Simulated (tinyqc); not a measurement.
Electromigration in a confined line: Blech product, Korhonen stress evolution and Black's law: one step, computed by the program tinyqc. Command: `OMP_NUM_THREADS=1 python tinyqc.py 3023847 3023848 out.jsonl emigr walk`. One thread of a shared host (Intel(R) Xeon(R) Processor @ 2.30GHz), about 0.01 s of CPU time with the checks.

The electron wind pushes atoms from the cathode (x = 0) to the anode (x = L); blocking ends build a back stress (tension positive). The input rho is taken not to change with temperature. d sigma/dt = d/dx [kappa (d sigma/dx + G)], with zero flux at both ends and sigma = sigma_0 at t = 0.

Question. Time to nucleate a void. sigma(x, t) = sigma_0 + G L [1/2 - x/L - 4 sum_(m odd) cos(m pi x/L) exp(-m^2 pi^2 s)/(m pi)^2], s = t/tau, summed to m = 399. Solve sigma(0, t) = sigma_c for s; the semi-infinite estimate is t = (pi/kappa) ((sigma_c - sigma_0)/(2 G))^2.

Inputs (values chosen for the exercise, close to those used for ruthenium lines):
```
quantity,value,unit
critical stress sigma_c,650,MPa
initial stress sigma_0,180,MPa
line length L,11,um
test temperature T,320,C
```

Start: thermal stress.

stress gradient G = 163.2418 MPa/um

tau = 324.5508 h

kappa = 1.035619e-16 m^2/s

Give: nucleation time; semi-infinite estimate.

Answer.

nucleation time = 17.521 h

semi-infinite estimate = 17.463 h

The two agree: the void nucleates before the far end is felt, so the time scales as 1/j^2 and not with L.
